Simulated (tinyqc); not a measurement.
# Frequency dispersion of an accumulation capacitance by border traps, distributed model: two studies

Traps spread evenly through the insulator exchange electrons with the semiconductor by tunnelling, with tau(x) = t0 exp(2 ka x) at depth x from the interface. The admittance per area Y seen at depth x obeys dY/dx = -Y^2/(i w eps0 eox) + q Nb ln(1 + i w tau)/tau, with Y(0) = i w Cs and w = 2 pi f; the gate sees Y(tox) = G + i w C. Working variable y = Y/(i w), in uF/cm^2. Cox = eps0 eox/tox.

Values chosen for this exercise; permittivity close to that of silicon dioxide:
```
symbol   value         unit                                               meaning
eox       3.73                             relative permittivity of the insulator
tox        3.1           nm                                   insulator thickness
Cs         2.1      uF/cm^2             semiconductor capacitance in accumulation
Nb      6.6e18  cm^-3 eV^-1                               density of border traps
ka         4.7         1/nm  decay constant of the wave function in the insulator
t0       3e-11            s              time constant of a trap at the interface
f        10000           Hz                                             frequency
```

Constants: q = 1.602176634e-19 C, eps0 = 8.8541878128e-14 F/cm where lengths are in cm. Results are converted to the units shown.

Each table varies one quantity; the others keep the values above.

## Capacitance and loss against frequency

Cox; trap-free value 1/(1/Cox + 1/Cs); response depth d = ln(1/(w t0))/(2 ka), where w tau = 1; lumped estimate: all traps within d act as C_bt = q Nb d placed at d/2, so C = 1/{1/[1/(1/Cs + d/(2 eps0 eox)) + C_bt] + (tox - d/2)/(eps0 eox)}. C and G from a fine integration; dispersion -d C/d log10 f over C, from f times and over 1.1. For a broad spread of time constants G/w is close to -(pi/2) dC/d ln w.

The same in every row: trap-free C (uF/cm^2) = 0.7068.

Result of one run:

| f (Hz) | d (nm) | C (uF/cm^2) | G/w (uF/cm^2) | dispersion (% a decade) | -(pi/2) dC/d ln w (uF/cm^2) | lumped C (uF/cm^2) |
|---|---|---|---|---|---|---|
| 10000 | 1.402 | 0.7464 | 0.007288 | 1.428 | 0.007271 | 0.7402 |

What becomes of these results when the frequency f is changed from 10000 to 10 Hz, all else the same?

Result of the changed run:

| f (Hz) | d (nm) | C (uF/cm^2) | G/w (uF/cm^2) | dispersion (% a decade) | -(pi/2) dC/d ln w (uF/cm^2) | lumped C (uF/cm^2) |
|---|---|---|---|---|---|---|
| 10 | 2.137 | 0.7867 | 0.01123 | 2.090 | 0.01122 | 0.7737 |

The whole series:

| f (Hz) | d (nm) | C (uF/cm^2) | G/w (uF/cm^2) | dispersion (% a decade) | -(pi/2) dC/d ln w (uF/cm^2) | lumped C (uF/cm^2) |
|---|---|---|---|---|---|---|
| 10 | 2.137 | 0.7867 | 0.01123 | 2.090 | 0.01122 | 0.7737 |
| 100 | 1.892 | 0.7713 | 0.009794 | 1.858 | 0.009775 | 0.7611 |
| 1000 | 1.647 | 0.7579 | 0.008482 | 1.637 | 0.008463 | 0.7499 |
| 10000 | 1.402 | 0.7464 | 0.007288 | 1.428 | 0.007271 | 0.7402 |
| 1e5 | 1.157 | 0.7366 | 0.006201 | 1.231 | 0.006186 | 0.7317 |
| 1e6 | 0.9124 | 0.7282 | 0.005212 | 1.046 | 0.005198 | 0.7244 |
| 1e7 | 0.6674 | 0.7213 | 0.004313 | 0.8740 | 0.004300 | 0.7183 |

C falls from 0.7867 to 0.7213 uF/cm^2, towards the trap-free 0.7068; each decade of frequency removes ln 10/(2 ka) = 0.245 nm from the response depth. The dispersion falls from 2.09 to 0.874 % a decade and G/w falls from 0.0112 to 0.00431 uF/cm^2. G/w stays at 1.00 times -(pi/2) dC/d ln w, the relation for a broad spread of time constants.

## Effect of the semiconductor capacitance in accumulation

Same model as above.

The same in every row: d (nm) = 1.402.

Effect of the semiconductor capacitance in accumulation:

| Cs (uF/cm^2) | C (uF/cm^2) | G/w (uF/cm^2) | dispersion (% a decade) | -(pi/2) dC/d ln w (uF/cm^2) | lumped C (uF/cm^2) | trap-free C (uF/cm^2) |
|---|---|---|---|---|---|---|
| 0.2 | 0.2825 | 0.01321 | 6.847 | 0.01319 | 0.2728 | 0.1684 |
| 0.39 | 0.3801 | 0.01181 | 4.551 | 0.01180 | 0.3713 | 0.2855 |
| 0.75 | 0.5118 | 0.01006 | 2.877 | 0.01004 | 0.5041 | 0.4401 |
| 1.4 | 0.6557 | 0.008304 | 1.853 | 0.008290 | 0.6489 | 0.6050 |
| 2.8 | 0.8051 | 0.006667 | 1.211 | 0.006649 | 0.7991 | 0.7717 |
| 5.4 | 0.9133 | 0.005598 | 0.8947 | 0.005575 | 0.9077 | 0.8898 |
| 10 | 0.9812 | 0.004977 | 0.7395 | 0.004950 | 0.9758 | 0.9628 |
| 20 | 1.027 | 0.004580 | 0.6495 | 0.004550 | 1.022 | 1.011 |

Read the table: what changes, and by how much?

As Cs goes from 0.2 to 20, C rises from 0.282 to 1.03 uF/cm^2, the dispersion falls from 6.85 to 0.649 % a decade and G/w falls from 0.0132 to 0.00458 uF/cm^2. The lumped estimate is 3.4 % below C in the first row and 0.53 % below it in the last. The same traps disperse C more when Cs is small, since they then add to the weaker series term.

Computed by the program tinyqc: `OMP_NUM_THREADS=1 python tinyqc.py 2202182 2202183 out.jsonl`, one thread of a shared Intel Xeon 2.30GHz, about 0.3 s for the whole run.
